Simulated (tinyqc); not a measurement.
Inside a calculation. Model: trench capacitor in an array: capacitance, non-linearity, leakage and relaxation.

tinyqc, about 0.01 s, one thread, Intel Xeon 2.30GHz (shared host): `OMP_NUM_THREADS=1 python tinyqc.py 2102035 2102036 out.jsonl` Printed values are rounded.

A film between two metal electrodes, each interface adding a series capacitance ci. The small-signal permittivity is ek (1 + aq E^2); the field is found with the linear permittivity. Leakage J = J0 sinh(E/Ef). After a voltage step the film passes a relaxation current kr C V tt^(-nr), tt being the time in seconds. The sidewall is a coaxial capacitor with radii a = dm/2 - t and b = dm/2, depth AR dm; the end face is left out.

Values chosen for this exercise; permittivity of the order of that of strontium titanate: relative permittivity of the film ek = 152; film thickness t = 14 nm; capacitance of each electrode interface (dead layer and screening) ci = 1000 uF/cm^2; quadratic field coefficient of the permittivity aq = -0.065 cm^2/MV^2; bias V = 0.5 V; leakage prefactor J0 = 7.1e-11 A/cm^2; field for an e-fold rise of the leakage Ef = 0.24 MV/cm; diameter of the hole dm = 120 nm; aspect ratio, depth over diameter AR = 10; pitch of the square array pt = 190 nm; resistivity of the inner electrode rho = 1100 uohm cm.

Constants: eps0 = 8.8541878128e-14 F/cm where lengths are in cm. Results are converted to the units shown.

## Planar capacitance, field and non-linearity

Planar film: Cf = eps0 ek/t, 1/C = 1/Cf + 2/ci, EOT = 3.9 eps0/C, effective permittivity C t/eps0, E = (V/t) C/Cf; quadratic coefficient [C(V)/C - 1]/V^2 with Cf (1 + aq E^2) in C(V).

Cf = 9.61312 uF/cm^2
C = 9.43178 uF/cm^2
EOT = 0.366117 nm
effective permittivity = 149.133
E = 0.350406 MV/cm
quadratic coefficient = -31326.4 ppm/V^2
J = 1.44621e-10 A/cm^2

The interfaces take 1.89 % of the voltage.

## Cell capacitance, fields and time constant

Per length 1/c = ln(b/a)/(2 pi eps0 ek) + (1/a + 1/b)/(2 pi ci); cell capacitance c AR dm; per footprint over pt^2; fields c V/(2 pi eps0 ek r) at r = a and b; resistance of the inner electrode rho AR dm/(pi a^2); time constant R C/3 of the distributed line.

a = 46 nm
b = 60 nm
cell capacitance = 37.4619 fF
capacitance per footprint = 103.772 uF/cm^2
field at a = 0.401281 MV/cm
field at b = 0.307648 MV/cm
R = 1.98568 kohm
R C/3 = 24.7957 ps

The array gives 11.0 times the planar capacitance per footprint; curvature makes the field at the inner electrode 1.15 times the planar value.
